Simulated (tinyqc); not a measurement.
From results back to parameters: one-oscillator model of a band gap. Three cases, with inputs chosen for the exercise.

Problem. A gap follows E(T) = E0 - s1 t1/(exp(t1/T) - 1) with the zero-point term ZP = s1 t1/2, which scales as M^(-1/2). The shift of E0 on going from M to M + dM and the limiting slope at high T are given.

Case 1.

Values chosen (out of a larger set: near those of diamond; not measured data): M = 11.99 u (mean atomic mass); dM = 1.02 u (change of the mean mass (not bounded by the natural isotopes)).

shift of E0 = 12.047233 meV
limiting slope s1 = 0.534 meV/K

Case 2.

Values chosen (out of a larger set: near those of GaP; not measured data): M = 50.28 u (mean atomic mass); dM = 3.28 u (change of the mean mass (not bounded by the natural isotopes)).

shift of E0 = 2.444602 meV
limiting slope s1 = 0.453 meV/K

Case 3.

Values chosen (out of a larger set: near those of AlN; not measured data): M = 20.53 u (mean atomic mass); dM = 1.5 u (change of the mean mass (not bounded by the natural isotopes)).

shift of E0 = 12.431525 meV
limiting slope s1 = 0.810 meV/K

Find: sqrt(M/(M + dM)); ZP; t1.

Solution. The shift is ZP (1 - sqrt(M/(M + dM))); then t1 = 2 ZP/s1.

Case 1.

sqrt(M/(M + dM)) = 0.959999
ZP = 301.18 meV
t1 = 1128 K

Case 2.

sqrt(M/(M + dM)) = 0.968896
ZP = 78.60 meV
t1 = 347 K

Case 3.

sqrt(M/(M + dM)) = 0.965355
ZP = 358.83 meV
t1 = 886 K

Computed by tinyqc, one run a case: `OMP_NUM_THREADS=1 python tinyqc.py N N+1 out.jsonl` with N = 1851255, 1851287, 1851295; one thread of a shared Intel(R) Xeon(R) Processor @ 2.30GHz, about 0.01 s a run at most.
